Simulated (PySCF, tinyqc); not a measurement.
A ladder of methods, and size consistency: correlation methods against full CI in the sto-6g basis, for H4, spin multiplicity 1. Computed by the program tinyqc with PySCF. Command: `OMP_NUM_THREADS=1 python tinyqc.py 113617 113618 out.jsonl`; one thread of a shared host (Intel(R) Xeon(R) Processor @ 2.60GHz), about 0.6 s.

Geometry (angstrom):
```
atom,x,y,z
H,0.0000,0.0000,0.0000
H,0.0000,0.0000,0.9590
H,0.0000,1.2600,0.0000
H,0.0000,1.2600,0.9590
```

RHF energy of one = -1.999234 hartree

All electrons correlated; +Q is the Davidson correction (1 - c0^2) E_corr. The last columns treat two copies 100 angstrom apart as one system. FCI is the lowest singlet.

Correlation energies (hartree):
```
method,E_corr of one,share of FCI (%),E_corr of two at 100 angstrom,two minus twice one (mhartree)
MP2,-0.047355,58.4111,-0.094711,0.0000
CISD,-0.078620,96.9744,-0.146958,10.2813
CISD+Q,-0.084586,104.3339,-0.164790,4.3827
CCSD,-0.081074,100.0013,-0.162147,0.0000
CCSD(T),-0.081074,100.0013,-0.162147,0.0000
FCI,-0.081073,100.0000,-,-
```

MP2 recovers 58 %, CISD 97.0 % and CCSD 100.0 % of the FCI value (c0^2 = 0.924 in CISD). MP2 and coupled cluster are size consistent, so their last column vanishes; CISD loses 10.28 mhartree, since a double excitation on each copy is a quadruple of the pair, and the Davidson correction leaves +4.38. The restricted reference is unstable here: a spin-polarised solution lies 0.0035 hartree lower (PySCF), so results built on it describe a poor reference.
